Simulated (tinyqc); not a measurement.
Tight binding, honeycomb lattice, step by step. Computed by tinyqc, a small Python program that keeps every step. Settings: t1 = 2.72, t2 = 0.27, phi = 0, delta = 1.33, points = 6. Command: `OMP_NUM_THREADS=1 python tinyqc.py 27512 27513 out.jsonl` (the two numbers bound the seeds that draw the settings). One thread of a shared host (Intel(R) Xeon(R) Processor @ 2.60GHz), about 0.01 s of CPU time with the checks.

## Bloch Hamiltonian at k

Parameters chosen for this model:
```
parameter     value                        unit
t1         2.720000                 eV, nearest
t2         0.270000       eV, second neighbours
phi               0  rad, phase of t2 (Haldane)
delta      1.330000          eV, +/- on A and B
```

k point k (fractions of the reciprocal vectors): [0.470000, -0.080000]

H_AB = -t1 (1 + exp(-i k.a1) + exp(-i k.a2)); H_AA = delta - 2 t2 sum cos(k.b + phi), H_BB = -delta - 2 t2 sum cos(k.b - phi), b = a1, a2 - a1, -a2.

H(k) at k (eV), order A, B:
```
[[1.900800, -2.431733-0.800693i],
 [-2.431733+0.800693i, -0.759200]]
```

## Levels at k

Diagonalise the Hermitian matrix.

eigenvalues (eV): [-2.314219, 3.455819]

weights |c|^2 of the basis functions, order A, B:
```
[[0.269499, 0.730501],
 [0.730501, 0.269499]]
```

## Bloch Hamiltonian at K

k point K (fractions of the reciprocal vectors): [0.333333, 0.666667]

As before.

H(k) at K (eV), order A, B:
```
[[2.140000, 0.000000],
 [0.000000, -0.520000]]
```

## Levels at K

As before.

eigenvalues (eV): [-0.520000, 2.140000]

weights |c|^2 of the basis functions, order A, B:
```
[[0.000000, 1.000000],
 [1.000000, 0.000000]]
```

## Bands along a path

The same steps at evenly spaced points between the labelled ones.

Bands along the path (eV):
```
k             band 1    band 2
G          -9.887678  6.647678
G-K 0.25   -8.754566  6.343951
G-K 0.50   -5.870223  5.330223
G-K 0.75   -2.487755  3.567755
K          -0.520000  2.140000
K-M 0.25   -0.979387  2.506737
K-M 0.50   -1.729205  3.059820
K-M 0.75   -2.286845  3.437937
M          -2.487755  3.567755
M-K' 0.25  -2.286845  3.437937
M-K' 0.50  -1.729205  3.059820
M-K' 0.75  -0.979387  2.506737
K'         -0.520000  2.140000
```

With 1 band(s) filled, the highest filled level on these points lies at K and the lowest empty one at K: a gap of 2.6600 eV, direct.

## Chern number of the lower band

On a 6 x 6 mesh, the phase of the product of overlaps around each plaquette (k1 then k2); the sum over 2 pi is an integer.

plaquette phases (rad):
```
[[0.000000, -0.019540, -0.084513, 0.000000, 0.038778, 0.012933],
 [0.019540, 0.000000, -0.084513, -0.550446, 0.000000, 0.038778],
 [0.084513, 0.084513, 0.000000, -0.550446, -0.550446, 0.000000],
 [0.000000, 0.550446, 0.550446, 0.000000, -0.084513, -0.084513],
 [-0.038778, 0.000000, 0.550446, 0.084513, 0.000000, -0.019540],
 [-0.012933, -0.038778, 0.000000, 0.084513, 0.019540, 0.000000]]
```

Chern number = 0.000000
